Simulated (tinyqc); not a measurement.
# From one set of inputs to another, one input at a time

Model: rigid-ion and shell models of the dielectric response of an ionic crystal. Computed by tinyqc, a small Python program. Command: `OMP_NUM_THREADS=1 python tinyqc.py 3022966 3022967 out.jsonl shell ladder`. One thread of a shared host (Intel(R) Xeon(R) Processor @ 2.30GHz), about 0.01 s of CPU time with the checks.

Charges +Z and -Z; 4 nearest neighbours, Madelung constant M = 1.638055, volume per ion pair Omega = 3.079201 d^3. Energy per pair U = -M Z^2 e2/d + 4 A exp(-d/rho), e2 = e^2/(4 pi eps_0). In the shell model the anion is a core of charge Y - Z and a massless shell of charge -Y, joined by the spring k; the repulsion acts on the shell. Each ion feels the Lorentz field E + (4 pi/3) P (Gaussian units).

The inputs printed are set A. Inputs not listed in the table keep their values of set A, so the rows need not describe a real material.

Inputs (values chosen for the exercise, for a model crystal): nearest-neighbour distance d = 2.23 angstrom; ionic charge Z = 1 e; hardness d/rho = 11.2; cation mass = 37.3 u; anion mass = 19 u; shell charge size Y = 2.43 e; core-shell spring k = 84.1 eV/angstrom^2; cation polarisability alpha_+ = 0.26 angstrom^3.

Structure: zinc blende.

Constants: e^2/(4 pi eps_0) = 14.39964548 eV angstrom; 1 eV/angstrom^3 = 160.2176634 GPa; nu for 1 eV/(angstrom^2 u) = 15.6333042 THz; 1 THz = 33.35640952 1/cm.

Method:
- Zero pressure fixes 4 A exp(-d/rho) = M Z^2 e2 rho/d^2. Then U = -(M Z^2 e2/d)(1 - rho/d), B = M Z^2 e2 (d/rho - 2)/(9 Omega d), and the spring of one sublattice against the other is R = (1/3) x (Laplacian of the repulsion summed over neighbours) = M Z^2 e2 (d/rho - 2)/(3 d^3), so R = 3 B Omega/d^2.
- Eliminating the shell gives the anion polarisability alpha_- = Y^2 e2/(k + R), the Szigeti charge Z_S = Z - Y R/(k + R) and the softened spring R' = k R/(k + R). With b = 4 pi (alpha_+ + alpha_-)/(3 Omega): eps_inf = (1 + 2b)/(1 - b) (Clausius-Mossotti); Born charge Z* = Z_S (eps_inf + 2)/3.
- mu lambda_TO = R' - (4 pi e2/(3 Omega)) Z_S^2/(1 - b); mu lambda_LO = mu lambda_TO + 4 pi e2 Z*^2/(eps_inf Omega); eps_s = eps_inf lambda_LO/lambda_TO.
- lambda in eV/(angstrom^2 u) gives the wavenumber 15.6333042 x 33.35640952 x sqrt(lambda); mu is the reduced mass.

Each row keeps all changes above it:
```
input moved                                 from    to  omega_LO (1/cm)  Born charge Z* (e)  bulk modulus B (GPa)
set A                                          -     -            413.4               0.967                 50.73
core-shell spring k (eV/angstrom^2)         84.1  72.3            407.3               0.956                 50.73
cation polarisability alpha_+ (angstrom^3)  0.26  0.79            403.3               1.037                 50.73
cation mass (u)                             37.3   169            346.2               1.037                 50.73
nearest-neighbour distance d (angstrom)     2.23  2.52            299.0               1.022                 31.11
hardness d/rho                              11.2  8.86            273.2               1.065                 23.20
ionic charge Z (e)                             1  1.12            303.7               1.176                 29.10
shell charge size Y (e)                     2.43  3.14            296.1               1.221                 29.10
```

omega_LO goes from 413 to 296, a factor 0.716 in all. The largest single move comes from cation mass (a factor 0.858), and ionic charge Z works against it (a factor 1.11). Born charge Z* goes from 0.967 to 1.22, a factor 1.26 in all. The largest single move comes from ionic charge Z (a factor 1.10), and nearest-neighbour distance d works against it (a factor 0.9858). Bulk modulus B goes from 50.7 to 29.1, a factor 0.574 in all. The largest single move comes from nearest-neighbour distance d (a factor 0.613), and ionic charge Z works against it (a factor 1.25). The single moves hold for this order of the switches; the total does not depend on the order.

Extremes, crossings and ranges named in words are read from the listed rows.
